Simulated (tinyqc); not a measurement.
Inversion coefficient and width from gm/I.

Inverse problem. Without velocity saturation gm n Vt/I = 2/(1 + sqrt(1 + 4 IC)), IC = I/Ispec, Ispec = 2 n mu Cox (W/L) Vt^2. Find IC and the width W for I = 100 uA.

Inputs (values chosen for the exercise):
- T = 300 K (temperature)
- L = 65 nm (gate length)
- Cox = 1.35 uF/cm^2 (gate capacitance)
- mu = 330 cm^2/(V s) (mobility)
- n = 1.27 (slope factor)

Constants: q = 1.602176634e-19 C, kB = 1.380649e-23 J/K, Vt = kB T/q. Results are converted to the units shown.

gm n Vt/I = 0.93373812

Solution. With x the given ratio, IC = (1 - x)/x^2.

IC = 0.0760
W = 113 um

Numbers from tinyqc (`OMP_NUM_THREADS=1 python tinyqc.py 2150104 2150105 out.jsonl`; about 0.01 s on one thread of a shared Intel Xeon 2.30GHz).
